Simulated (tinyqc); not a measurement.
Trench capacitor in an array: capacitance, non-linearity, leakage and relaxation: capacitance, non-linearity and leakage against thickness.

A film between two metal electrodes, each interface adding a series capacitance ci. The small-signal permittivity is ek (1 + aq E^2); the field is found with the linear permittivity. Leakage J = J0 sinh(E/Ef). After a voltage step the film passes a relaxation current kr C V tt^(-nr), tt being the time in seconds. The sidewall is a coaxial capacitor with radii a = dm/2 - t and b = dm/2, depth AR dm; the end face is left out.

Planar film: Cf = eps0 ek/t, 1/C = 1/Cf + 2/ci, EOT = 3.9 eps0/C, effective permittivity C t/eps0, E = (V/t) C/Cf; quadratic coefficient [C(V)/C - 1]/V^2 with Cf (1 + aq E^2) in C(V).

Values chosen for this exercise; permittivity of the order of that of tantalum oxide:
- ek = 25.5 (relative permittivity of the film)
- ci = 110 uF/cm^2 (capacitance of each electrode interface (dead layer and screening))
- aq = 0.0079 cm^2/MV^2 (quadratic field coefficient of the permittivity)
- V = 1.8 V (bias)
- J0 = 2.9e-11 A/cm^2 (leakage prefactor)
- Ef = 0.32 MV/cm (field for an e-fold rise of the leakage)

Constants: eps0 = 8.8541878128e-14 F/cm where lengths are in cm. Results are converted to the units shown.

Capacitance, non-linearity and leakage against thickness:

| t (nm) | C (uF/cm^2) | EOT (nm) | effective permittivity | E (MV/cm) | quadratic coefficient (ppm/V^2) | J (A/cm^2) |
|---|---|---|---|---|---|---|
| 3.8 | 5.362 | 0.6440 | 23.01 | 4.275 | 3.966e4 | 9.189e-6 |
| 5.3 | 3.954 | 0.8734 | 23.67 | 3.152 | 2.236e4 | 2.750e-7 |
| 7.6 | 2.819 | 1.225 | 24.19 | 2.247 | 1.166e4 | 1.626e-8 |
| 11 | 1.979 | 1.745 | 24.58 | 1.577 | 5845 | 2.006e-9 |
| 15 | 1.465 | 2.357 | 24.82 | 1.168 | 3237 | 5.576e-10 |
| 21 | 1.055 | 3.275 | 25.01 | 0.8407 | 1690 | 1.996e-10 |
| 30 | 0.7424 | 4.651 | 25.16 | 0.5919 | 842.7 | 8.991e-11 |
| 42 | 0.5324 | 6.486 | 25.25 | 0.4244 | 435.0 | 5.077e-11 |
| 60 | 0.3737 | 9.239 | 25.33 | 0.2980 | 215.0 | 3.108e-11 |

Read the table: what changes, and by how much?

C falls from 5.36 to 0.374 uF/cm^2 while the effective permittivity goes from 23.0 to 25.3 (ek = 25.5). EOT is a straight line in t with slope 3.9/ek = 0.153 and intercept 0.0628 nm. The quadratic coefficient goes as t^(-1.72) between the first two rows and t^(-1.98) between the last two (-2 without interfaces), and J falls by 5.47 decades. For t = 3.8 direct tunnelling, left out, would add to the leakage.

Numbers from tinyqc (`OMP_NUM_THREADS=1 python tinyqc.py 2102060 2102061 out.jsonl`; about 0.01 s on one thread of a shared Intel Xeon 2.30GHz).
